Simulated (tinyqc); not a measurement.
# Thermoelectric coefficients of a parabolic band, Landauer integrals: effects of single changes

Bulk parabolic band, x = (E - Ec)/kB T, C = hbar^2/(2 m0), kB T in eV. Modes per area gv m kB T x/(4 pi C) times the back-scattering length l0 x^rr give the transport function s0 X(x), s0 = (2 q^2/h) gv m kB T l0/(4 pi C), X = x^(1 + rr). I_k = int X (x - eta)^k w dx, w = 1/(4 cosh^2((x - eta)/2)).

Inputs (values chosen for the exercise):
- T = 200 K (temperature)
- m = 0.72 m0 (mass of one valley)
- gv = 6 (valleys)
- l0 = 21 nm (back-scattering length at x = 1)
- rr = 0.5 (energy exponent of that length)
- kL = 2.1 W/(m K) (lattice thermal conductivity)
- eta = -3 (reduced Fermi level (EF - Ec)/kB T)

Constants: q = 1.602176634e-19 C, kB = 1.380649e-23 J/K, hbar = 1.054571817e-34 J s, h = 6.62607015e-34 J s, m0 = 9.1093837015e-31 kg, Vt = kB T/q, hbar^2/(2 m0) = 0.0380998212 eV nm^2. Results are converted to the units shown.

Each table varies one quantity; the others keep the values above.

## Effect of the scattering exponent

sigma = s0 I_0, S = -(kB/q) I_1/I_0, Lorenz number L = (kB/q)^2 [I_2/I_0 - (I_1/I_0)^2], kappa_e = L sigma T. Power factor S^2 sigma, ZT = S^2 sigma T/(kappa_e + kL). The integrals are converged.

Result of one run:

| rr | sigma (S/cm) | S (uV/K) | kappa_e (W/(m K)) | power factor (mW/(m K^2)) | ZT | L (1e-8 V^2/K^2) |
|---|---|---|---|---|---|---|
| 0.5 | 164.6 | -475.8 | 0.06124 | 3.726 | 0.3448 | 1.860 |

What becomes of these results when the energy exponent of that length rr is changed from 0.5 to 2.5, all else the same?

Result of the changed run:

| rr | sigma (S/cm) | S (uV/K) | kappa_e (W/(m K)) | power factor (mW/(m K^2)) | ZT | L (1e-8 V^2/K^2) |
|---|---|---|---|---|---|---|
| 2.5 | 1459 | -647.1 | 0.9735 | 61.10 | 3.976 | 3.336 |

The whole series:

| rr | sigma (S/cm) | S (uV/K) | kappa_e (W/(m K)) | power factor (mW/(m K^2)) | ZT | L (1e-8 V^2/K^2) |
|---|---|---|---|---|---|---|
| -0.5 | 107.9 | -390.0 | 0.02434 | 1.641 | 0.1545 | 1.128 |
| 0 | 122.9 | -433.0 | 0.03674 | 2.305 | 0.2157 | 1.494 |
| 0.5 | 164.6 | -475.8 | 0.06124 | 3.726 | 0.3448 | 1.860 |
| 1 | 248.9 | -518.6 | 0.1109 | 6.694 | 0.6056 | 2.228 |
| 1.5 | 415.0 | -561.4 | 0.2155 | 13.08 | 1.130 | 2.596 |
| 2 | 751.2 | -604.3 | 0.4456 | 27.43 | 2.155 | 2.966 |
| 2.5 | 1459 | -647.1 | 0.9735 | 61.10 | 3.976 | 3.336 |

|S| rises from 390 to 647 uV/K, on average 85.7 uV/K for each unit of rr (kB/q = 86.2 uV/K in the non-degenerate limit), since a length that grows with energy favours hot carriers. The Lorenz number rises from 1.13 to 3.34 (1e-8 V^2/K^2). l0 is held fixed, so sigma changes too.

## Effect of the Fermi level

Same model as above.

Effect of the Fermi level:

| eta | sigma (S/cm) | S (uV/K) | kappa_e (W/(m K)) | power factor (mW/(m K^2)) | ZT |
|---|---|---|---|---|---|
| -4 | 61.21 | -560.8 | 0.02275 | 1.925 | 0.1814 |
| -3.2 | 135.2 | -492.7 | 0.05028 | 3.282 | 0.3052 |
| -2.4 | 295.8 | -425.6 | 0.1103 | 5.358 | 0.4848 |
| -1.6 | 635.3 | -360.5 | 0.2378 | 8.256 | 0.7063 |
| -0.8 | 1317 | -299.2 | 0.4971 | 11.79 | 0.9077 |
| 0 | 2574 | -244.2 | 0.9857 | 15.34 | 0.9945 |
| 0.8 | 4639 | -197.7 | 1.815 | 18.14 | 0.9264 |
| 1.6 | 7642 | -160.7 | 3.071 | 19.73 | 0.7631 |
| 2.4 | 1.158e4 | -132.2 | 4.787 | 20.23 | 0.5874 |
| 3.2 | 1.637e4 | -110.5 | 6.951 | 19.99 | 0.4417 |
| 4 | 2.190e4 | -94.03 | 9.528 | 19.36 | 0.3330 |

What does the table show?

sigma rises from 61.2 to 21900 S/cm, and S rises from -561 to -94.0 uV/K. Among the rows the power factor is largest at eta = 2.4 and ZT, 0.994, at eta = 0, where S = -244 uV/K. ZT peaks at a lower eta than the power factor because kappa_e grows with sigma.

Range of the model: Parabolic bands, elastic scattering and a fixed kL make these model figures, not those of a material.

tinyqc, about 0.02 s, one thread, Intel Xeon 2.30GHz (shared host): `OMP_NUM_THREADS=1 python tinyqc.py 2800033 2800034 out.jsonl`
